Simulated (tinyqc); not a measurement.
Two-sublattice mean-field magnet: ferrimagnet, compensation points and susceptibility: one step, computed by the program tinyqc.

A random alloy A(1-x)B(x) with H = -sum over pairs J S_i.S_j. a = <S_A> and b = <S_B> are taken along z, a > 0. Exchange fields: h_A = (1 - x) zJ_AA a + x zJ_AB b, h_B = (1 - x) zJ_AB a + x zJ_BB b; a = S_A B_(S_A)(S_A h_A/(k_B T)) and likewise for b, with the Brillouin function B_S(y) = [(2S + 1)/(2S)] coth[(2S + 1) y/(2S)] - [1/(2S)] coth[y/(2S)].

Problem. Ordering temperature. Linearised, T (a, b) = M (a, b) with M_ij = S_i (S_i + 1) c_j zJ_ij/(3 k_B), c_A = 1 - x, c_B = x. T_c is the larger eigenvalue, and its eigenvector gives b/a at onset, (T_c - M_AA)/M_AB.

Inputs (values chosen for the exercise, for a model ferrimagnet):
```
quantity               value  unit
spin S_A                   1     -
spin S_B                 2.5     -
fraction x of B sites   0.23     -
z J_AA                  59.2   meV
z J_BB                   2.4   meV
z J_AB                  -7.7   meV
T over T_c              0.18     -
```

Constants: k_B = 8.617333262e-05 eV/K.

Give: M; eigenvalues; T_c; b/a at onset; T.

Solution.

M (K):
```
         A       B
A   352.65  -13.70
B  -200.68   18.68
```

eigenvalues (K): 10.64  360.69

T_c = 360.69 K

b/a at onset = -0.58676

T = 64.925 K

The antiferromagnetic A-B coupling raises T_c by 8 K over that of A alone.
